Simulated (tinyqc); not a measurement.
## Free and trapped electrons in a MOS channel with a dense trap tail: free and trapped charge against gate voltage

p-type body, charge-sheet picture, full ionisation (an idealisation for deep acceptors), Boltzmann statistics for free electrons. e = Ec - EF at the surface. Acceptor-like traps of density D(E) = D0 + De exp(-E/Ew) at depth E below Ec, from 0 to Eu, hold n_t = integral of D(E)/(1 + exp((e - E)/Vt)). psi = Eg - Vt ln(Nv/Na) - e; N_dep = sqrt(2 eps0 eps_r Na (psi - Vt)/q); n_f = sqrt(N_dep^2 + 2 eps0 eps_r Vt Nc exp(-e/Vt)/q) - N_dep; Vg = Vfb + psi + q (N_dep + n_t + n_f)/Cox, Cox = eps0 eox/tox.

Free share n_f/(n_f + n_t); swing ln 10 n_f/(dn_f/dVg); field-effect mobility mf q (dn_f/dVg)/Cox, for a constant mf; oxide field q (N_dep + n_t + n_f)/(eps0 eox).

Values chosen for this exercise; band and dielectric values close to those of 4H silicon carbide: temperature T = 250 K; band gap Eg = 3.28 eV; relative permittivity eps_r = 9.61; conduction-band density of states at T Nc = 1.29e19 cm^-3; valence-band density of states at T Nv = 1.86e19 cm^-3; relative permittivity of the insulator eox = 3.9; insulator thickness tox = 48 nm; acceptor density Na = 7.8e16 cm^-3; flat-band voltage without trapped charge Vfb = -2.92 V; constant background density of acceptor-like traps D0 = 4.6e10 cm^-2 eV^-1; density of the tail at the conduction edge De = 3.7e12 cm^-2 eV^-1; decay energy of the tail Ew = 0.07 eV; depth below Ec down to which the traps reach Eu = 0.53 eV; mobility of free electrons mf = 110 cm^2/(V s).

Constants: q = 1.602176634e-19 C, kB = 1.380649e-23 J/K, Vt = kB T/q, eps0 = 8.8541878128e-14 F/cm where lengths are in cm. Results are converted to the units shown.

Free and trapped charge against gate voltage:
columns A: Vg (V); B: e (eV); C: n_f (cm^-2); D: n_t (cm^-2); E: free share (%); F: swing (mV/decade); G: field-effect mobility (cm^2/(V s)); H: oxide field (MV/cm)
```
A             B         C         D         E        F         G       H
3.4      0.2952   1.076e6  1.515e10  0.007103    91.92  0.006605  0.7194
4.3     0.05058  8.586e10  1.589e11     35.07    711.7     68.05  0.8559
5.2     0.01513  4.037e11  2.201e11     64.72     2357     96.63   1.036
6.1   -9.950e-4  7.729e11  2.436e11     76.03     4225     103.2   1.220
7      -0.01170  1.157e12  2.558e11     81.90     6172     105.8   1.405
7.9    -0.01983  1.549e12  2.629e11     85.48     8159     107.1   1.591
8.8    -0.02644  1.943e12  2.676e11     87.90  1.017e4     107.8   1.777
9.7    -0.03205  2.340e12  2.708e11     89.63  1.219e4     108.3   1.964
10.6   -0.03693  2.739e12  2.731e11     90.93  1.423e4     108.6   2.150
```

Read the table: what changes, and by how much?

n_f reaches 1e11 cm^-2 at Vg = 4.35 V, against 3.98 V without traps. The free share rises from 0.00710 to 90.9 % and the field-effect mobility rises from 0.00660 to 109 cm^2/(V s), although mf = 110 is constant: in the last row 98.7 % of Cox dVg goes into free electrons. The swing in the first row is 91.9 mV a decade (Vt ln 10 = 49.6). For Vg = 5.2, 6.1, 7, 7.9, 8.8, 9.7, 10.6 EF lies less than 2 Vt below the band edge, or above it, where degeneracy and confinement, left out, matter.

Computed by the program tinyqc: `OMP_NUM_THREADS=1 python tinyqc.py 2222076 2222077 out.jsonl`, one thread of a shared Intel Xeon 2.30GHz, about 0.02 s for the whole run.
